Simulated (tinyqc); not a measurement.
From upper LO mode back to fraction x of A: two-mode optical phonons of a ternary alloy from two coupled oscillators. Computed by tinyqc, a small Python program. Command: `OMP_NUM_THREADS=1 python tinyqc.py 3014371 3014372 out.jsonl twomode inv`. One thread of a shared host (Intel(R) Xeon(R) Processor @ 2.30GHz), about 0.02 s of CPU time with the checks.

An alloy A(x)B(1-x)C has an A-C and a B-C bond oscillator. Each TO frequency moves linearly from the impurity mode (dilute end) to the TO of the pure crystal; each strength is proportional to the number of bonds.

Inputs (values chosen for the exercise, modelled on GaAs(1-x)P(x), with A-C the GaP-like and B-C the GaAs-like bond):
```
quantity                  value  unit
omega_TO of pure AC       364.4  1/cm
omega_LO of pure AC       403.8  1/cm
omega_TO of pure BC       269.2  1/cm
omega_LO of pure BC       289.9  1/cm
eps_inf of AC              9.31     -
eps_inf of BC              10.7     -
impurity mode of A in BC  356.4  1/cm
impurity mode of B in AC  270.5  1/cm
```

Method:
- omega_1 = (impurity mode of A) + x (omega_TO,AC - impurity mode of A); omega_2 = (impurity mode of B) + (1 - x)(omega_TO,BC - impurity mode of B); eps_inf = x eps_AC + (1 - x) eps_BC; strengths W_1 = x eps_AC (omega_LO,AC^2 - omega_TO,AC^2), W_2 = (1 - x) eps_BC (omega_LO,BC^2 - omega_TO,BC^2).
- eps(omega) = eps_inf + W_1/(omega_1^2 - omega^2) + W_2/(omega_2^2 - omega^2) = 0 is the eigenproblem of the matrix [[omega_1^2 + W_1/eps_inf, sqrt(W_1 W_2)/eps_inf], [sqrt(W_1 W_2)/eps_inf, omega_2^2 + W_2/eps_inf]] for omega_LO^2.
- Uncoupled values keep the diagonal alone. eps_s = eps_inf + W_1/omega_1^2 + W_2/omega_2^2.

Task: A run gave the result below. Find the fraction x of A, known to lie between 0.15 and 0.53.

upper LO mode = 371.7692 1/cm

Result:

Each step takes the trial c = (a f_b - b f_a)/(f_b - f_a), f being the result less the target and a, b, c the logarithms of the listed values; c replaces end b, the old b replaces a if the sign of f changed, and otherwise f_a is halved.

Scan of the range:
```
fraction x of A  upper LO mode (1/cm)
0.150                         364.298
0.185                         366.064
0.228                         368.201
0.282                         370.844
0.348                         374.021
0.429                         377.853
0.530                         382.551
```

False position (Illinois rule, in the logarithm of the input) inside the bracket:
```
step     end a     end b     trial  upper LO mode (1/cm)
1     0.282000  0.348000  0.299807               371.707
2     0.348000  0.299807  0.301016               371.765
3     0.348000  0.301016  0.301173               371.773
4     0.301016  0.301173  0.301100               371.769
5     0.301173  0.301100  0.301100               371.769
```

Upper LO mode rises at every point of a 13-point scan of the range (every second point is shown), so one value fits; it is bracketed by 0.282 and 0.348. Answer: fraction x of A = 0.3011.
